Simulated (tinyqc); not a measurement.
Plane-wave Kohn-Sham cycle with exchange-only LDA in a layered model solid, step by step. One step of it, computed by the program tinyqc.

Problem. Iteration 2: Hamiltonian at one k. H(m,m') = (k + G_m)^2/2 delta + V(G_m - G_m'), with V(-G) = V(G).

A solid whose potential varies along x alone (atomic units):

| parameter | value |
|---|---|
| period a | 11.000000 |
| cross-section of the cell | 35.000000 |
| electrons per cell | 2 |
| grid points | 16 |
| plane waves -n..n, n | 2 |
| k points | 3 |
| V1 in V1 cos(2 pi x/a) | -0.330000 |
| V2 in V2 cos(4 pi x/a) | -0.260000 |

V(G_m), m = 0, 1, 2, ... (hartree): -0.149362  -0.070418  -0.127079  0.001760  0.001526

k = 0.000000 2 pi / a

Give: H.

Solution.

H (hartree), lower triangle:
```
         -2       -1       +0       +1      +2
-2   0.5032
-1  -0.0704   0.0138
+0  -0.1271  -0.0704  -0.1494
+1   0.0018  -0.1271  -0.0704   0.0138
+2   0.0015   0.0018  -0.1271  -0.0704  0.5032
```
